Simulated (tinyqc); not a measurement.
Molecular dynamics of a small cluster by velocity Verlet steps: one step, computed by the program tinyqc. Command: `OMP_NUM_THREADS=1 python tinyqc.py 3018039 3018040 out.jsonl verlet walk`. One thread of a shared host (Intel(R) Xeon(R) Processor @ 2.30GHz), about 0.1 s of CPU time with the checks.

E = sum_(i<j) phi(r_ij), phi(r) = eps [exp(-2 alpha (r - r0)) - 2 exp(-alpha (r - r0))]; the force on i is -sum_j phi'(r_ij) (R_i - R_j)/r_ij.

Task: Step 1. Velocity Verlet: a = c F/M with c = 9.648533212e-3 angstrom/fs^2 per eV/(angstrom u); R(new) = R + v dt + a dt^2/2; v(new) = v + (a + a(new)) dt/2. Kinetic energy K = M v^2/(2c); temperature T = 2K/((3N - 3) k_B), rotation of the cluster included.

Inputs (values chosen for the exercise, for model atoms): length r0 = 2.32 angstrom; well depth eps = 0.52 eV; stiffness alpha = 1.7 1/angstrom; atomic mass M = 32.8 u; time step dt = 5.3 fs.

Potential: Morse. Thermostat: none.

starting positions (angstrom), rows atom 1, atom 2, atom 3, atom 4, atom 5, atom 6, columns x, y, z:
$$\begin{pmatrix}
0 & 0.03 & -0.03 \\
2.38 & 0.06 & -0.04 \\
2.33 & 2.31 & 0.05 \\
-0.01 & 2.32 & -0.04 \\
1.18 & 1.22 & 1.6 \\
1.23 & 1.21 & -1.65
\end{pmatrix}$$

starting velocities (angstrom/fs), rows atom 1, atom 2, atom 3, atom 4, atom 5, atom 6, columns x, y, z:
$$\begin{pmatrix}
-0.00136 & 0.00069 & -0.0013 \\
0.00022 & -0.00175 & 0.00191 \\
-0.00144 & -0.00025 & -0.0012 \\
0.00016 & 0.00037 & 0.00208 \\
3e-05 & 0.00157 & -0.00168 \\
0.00238 & -0.00064 & 0.00019
\end{pmatrix}$$

Constants: 1 eV/(angstrom u) = 9.648533212e-03 angstrom/fs^2; k_B = 8.617333262e-05 eV/K.

Give: positions after step 1; new forces; velocities after step 1; total energy.

Result:

positions after step 1 (angstrom), rows atom 1, atom 2, atom 3, atom 4, atom 5, atom 6, columns x, y, z:
$$\begin{pmatrix}
-0.0054 & 0.0344 & -0.0370 \\
2.3798 & 0.0504 & -0.0295 \\
2.3222 & 2.3098 & 0.0426 \\
-0.0082 & 2.3217 & -0.0291 \\
1.1794 & 1.2272 & 1.5909 \\
1.2421 & 1.2065 & -1.6480
\end{pmatrix}$$

new forces (eV/angstrom), rows atom 1, atom 2, atom 3, atom 4, atom 5, atom 6, columns x, y, z:
$$\begin{pmatrix}
0.44590 & 0.16677 & -0.01123 \\
-0.33471 & -0.04329 & 0.08788 \\
0.03500 & 0.27248 & -0.24314 \\
0.19136 & -0.04426 & -0.09378 \\
-0.17867 & -0.32365 & 0.02730 \\
-0.15888 & -0.02803 & 0.23296
\end{pmatrix}$$

velocities after step 1 (angstrom/fs), rows atom 1, atom 2, atom 3, atom 4, atom 5, atom 6, columns x, y, z:
$$\begin{pmatrix}
-0.0006765 & 0.0009556 & -0.0013226 \\
-0.0002959 & -0.0018446 & 0.0020589 \\
-0.0014417 & 0.0001691 & -0.0015821 \\
0.0004889 & 0.0002857 & 0.0019908 \\
-0.0002490 & 0.0011026 & -0.0016968 \\
0.0021642 & -0.0006784 & 0.0005519
\end{pmatrix}$$

total energy = -6.7114 eV
